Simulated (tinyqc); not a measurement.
Low-temperature mobility of a two-dimensional electron gas with static screening. From one set of inputs to another, one input at a time. Computed by tinyqc, a small Python program. Command: `OMP_NUM_THREADS=1 python tinyqc.py 3030842 3030843 out.jsonl twodeg ladder`. One thread of a shared host (Intel(R) Xeon(R) Processor @ 2.30GHz), about 0.05 s of CPU time with the checks.

One subband is filled, the gas is degenerate and scatters at the Fermi circle; one permittivity serves on both sides of the interface. All formulas are in SI units, masses times m_0. Piezoelectric and polar phonons are left out, and n_s is taken as set by a gate, independent of N_i.

The inputs printed are set A. Set A is modelled on a silicon inversion layer; the values taken over come from a set modelled on an InAs channel. Inputs not listed in the table keep their values of set A, so the rows need not describe a real material.

Inputs (values chosen for the exercise, modelled on a silicon inversion layer):
```
quantity                                        value    unit
in-plane mass m                                  0.19     m_0
mass across the layer m_z                       0.891     m_0
permittivity eps                                 11.9       -
valley degeneracy g_v                               2       -
sheet density n_s                               4e+12  1/cm^2
depletion charge N_d                          6.1e+11  1/cm^2
roughness height Delta                           0.77      nm
correlation length Lambda                         2.5      nm
remote charge density N_i                     2.7e+10  1/cm^2
distance d of the charges from the interface     0.36      nm
density rho                                      2329  kg/m^3
sound velocity v_l                               8990     m/s
deformation potential D_A                          11      eV
temperature T                                      60       K
```

Wave function: Fang-Howard. Roughness spectrum: exponential.

Constants: m_0 = 9.1093837015e-31 kg; e = 1.602176634e-19 C; eps_0 = 8.8541878128e-12 F/m; hbar = 1.054571817e-34 J s; k_B = 1.380649e-23 J/K.

Method:
- k_F = sqrt(2 pi n_s/g_v); E_F = hbar^2 k_F^2/(2 m); q_TF = g_v m e^2/(2 pi eps eps_0 hbar^2); Fang-Howard parameter b = [12 m_z e^2 (N_d + 11 n_s/32)/(eps eps_0 hbar^2)]^(1/3), mean depth 3/b; effective field F = e (N_d + n_s/2)/(eps eps_0).
- Form factors with u = q/b: screening G(q) = [1 + 9u/8 + 3u^2/8]/(1 + u)^3, remote charge P(q) = exp(-q d)/(1 + u)^3. Dielectric function eps(q) = 1 + q_TF G(q)/q, with q = 2 k_F sin(theta/2).
- Roughness: <|U|^2> = (e F)^2 S(q), S = pi Delta^2 Lambda^2/(1 + q^2 Lambda^2/2)^(3/2).
- 1/tau_t = (m/(pi hbar^3)) int_0^pi (1 - cos theta) <|U|^2>/eps(q)^2 dtheta; the quantum rate 1/tau_q drops the factor (1 - cos theta); 200 Gauss-Legendre points in s with theta = pi s^2, s from 0 to 1; mu = e tau_t/m.
- Remote charges: <|U|^2> = N_i [e^2 P(q)/(2 eps eps_0 q)]^2.
- Unscreened deformation potential in equipartition: 1/tau = m D_A^2 k_B T I/(rho v_l^2 hbar^3), I = int |psi|^4 dz = 3 b/16 for the Fang-Howard function (used for both wave-function options); mu = e tau/m. Bloch-Grueneisen temperature T_BG = 2 hbar v_l k_F/k_B.
- At the Fermi circle the rates add, so 1/mu is the sum; sheet resistance 1/(n_s e mu); mean free path hbar k_F mu/e; the quantum time adds the rates 1/tau_q, with the isotropic acoustic rate e/(m mu).

Each row keeps all changes above it:
```
input moved                                           from       to  roughness mobility (cm^2/(V s))  remote-charge mobility (cm^2/(V s))  sheet resistance (ohm)
set A                                                    -        -                             2011                           2.2630e+05                  885.88
in-plane mass m (m_0)                                 0.19   0.0297                            24006                           1.8852e+06                   68.35
sheet density n_s (1/cm^2)                           4e+12    2e+12                            47689                           8.6717e+05                   73.41
distance d of the charges from the interface (nm)     0.36       21                            47689                           1.6915e+08                   69.83
temperature T (K)                                       60       10                            47689                           1.6915e+08                   66.19
remote charge density N_i (1/cm^2)                 2.7e+10  1.5e+11                            47689                           3.0448e+07                   66.27
deformation potential D_A (eV)                          11      6.8                            47689                           3.0448e+07                   65.82
permittivity eps                                      11.9     14.8                            66641                           3.4315e+07                   47.18
```

Roughness mobility goes from 2010 to 66600, a factor 33.1 in all. The largest single move comes from in-plane mass m (a factor 11.9). Remote-charge mobility goes from 226000 to 3.43e7, a factor 152 in all. The largest single move comes from distance d of the charges from the interface (a factor 195), and remote charge density N_i works against it (a factor 0.180). Sheet resistance goes from 886 to 47.2, a factor 0.0533 in all. The largest single move comes from in-plane mass m (a factor 0.0772). The single moves hold for this order of the switches; the total does not depend on the order.

Caution (rows set A, in-plane mass m): T is not well above T_BG, where phonon scattering freezes out faster than equipartition says; the acoustic mobility is a lower bound. Caution (rows in-plane mass m): E_F exceeds 100 meV in a band of small mass, where non-parabolicity and upper valleys, left out here, matter. Caution (rows in-plane mass m, sheet density n_s, distance d of the charges from the interface, temperature T, remote charge density N_i, deformation potential D_A, permittivity eps): E_F exceeds 1.1 (hbar^2 e^2 F^2/2 m_z)^(1/3), of the order of the first subband spacing (1.75 times that in a triangular well, less with self-consistent band bending), so a second subband may fill. Caution (rows temperature T, remote charge density N_i, deformation potential D_A, permittivity eps): T is below the Bloch-Grueneisen temperature T_BG, so equipartition fails: the acoustic mobility is only a lower bound and the acoustic share of 1/mu is overstated.

Extremes, crossings and ranges named in words are read from the listed rows.
